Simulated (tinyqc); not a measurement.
# Planar ballistic transistor, top-of-the-barrier model: effect of the band edge at the barrier top above the source Fermi level at zero bias

At the top of the source barrier, states moving towards the drain are filled by the source (Fermi level 0) and states moving back by the drain (Fermi level -q Vd); nothing scatters. U is the shift of the band edge there, set by the capacitances CG, CD and CS (the total) and by the charge. Parabolic two-dimensional band; the source is grounded.

N0 = gv m kB T/(pi hbar^2), CG = eps0 eox/tox, vT = sqrt(2 kB T/(pi m)), CS = CG/aG, n0 = n at U = 0 and Vd = 0. eta1 = -(E0 + U)/Vt, eta2 = eta1 - Vd/Vt, n = (N0/2)[F_0(eta1) + F_0(eta2)], F_0(x) = ln(1 + exp x). U = UL + q (n - n0)/CS with UL = -(aG Vg + aD Vd), energies in eV. I = q (N0/2) vT [F_(1/2)(eta1) - F_(1/2)(eta2)] per width, F_(1/2)(x) = (2/sqrt(pi)) int_0^infinity u^(1/2)/(1 + exp(u - x)) du. CQ = (q/Vt) dn/d(eta1).

Inputs (values chosen for the exercise); mass and valleys close to those of indium arsenide:
```
symbol   value  unit                                      meaning
T          300     K                                  temperature
m       0.0311    m0                               effective mass
gv           1                                  valley degeneracy
eox        3.9        relative permittivity of the gate insulator
tox        2.6    nm                          insulator thickness
aG        0.95                                 gate control CG/CS
aD        0.02                                drain control CD/CS
Vg         0.7     V                                 gate voltage
Vd         0.7     V                                drain voltage
```

Constants: q = 1.602176634e-19 C, kB = 1.380649e-23 J/K, hbar = 1.054571817e-34 J s, m0 = 9.1093837015e-31 kg, Vt = kB T/q, eps0 = 8.8541878128e-14 F/cm where lengths are in cm. Results are converted to the units shown.

Result of one run:
```
E0 (eV)	eta1	n (cm^-2)	I (uA/um)	mean velocity I/(q n) (cm/s)	CQ/CS
0.25	9.5129	1.5975e12	1836.6	7.1759e7	0.74437
```

What becomes of these results when the band edge at the barrier top above the source Fermi level at zero bias E0 is changed from 0.25 to 0.35 eV, all else the same?

Result of the changed run:
```
E0 (eV)	eta1	n (cm^-2)	I (uA/um)	mean velocity I/(q n) (cm/s)	CQ/CS
0.35	7.2951	1.2252e12	1245.4	6.3447e7	0.74392
```

The whole series:
```
E0 (eV)	eta1	n (cm^-2)	I (uA/um)	mean velocity I/(q n) (cm/s)	CQ/CS
0.1	12.857	2.1590e12	2867.8	8.2907e7	0.74442
0.15	11.733	1.9703e12	2503.9	7.9320e7	0.74442
0.2	10.622	1.7837e12	2161.1	7.5621e7	0.74441
0.25	9.5129	1.5975e12	1836.6	7.1759e7	0.74437
0.3	8.4040	1.4113e12	1531.0	6.7708e7	0.74426
0.35	7.2951	1.2252e12	1245.4	6.3447e7	0.74392
0.4	6.1858	1.0391e12	981.49	5.8954e7	0.74290
0.45	5.0753	8.5333e11	741.30	5.4221e7	0.73980
```

As E0 goes from 0.1 to 0.45 eV, n falls from 2.16e12 to 8.53e11 cm^-2, the mean velocity falls from 8.29e7 to 5.42e7 cm/s and the current falls from 2870 to 741 uA/um. CQ/CS stays near 0.74. For E0 = 0.1 to 0.15 eV the source Fermi level lies over 0.3 eV above the band edge, where a light band is no longer parabolic.

Computed by the program tinyqc: `OMP_NUM_THREADS=1 python tinyqc.py 2400108 2400109 out.jsonl`, one thread of a shared Intel Xeon 2.30GHz, about 0.01 s for the whole run.
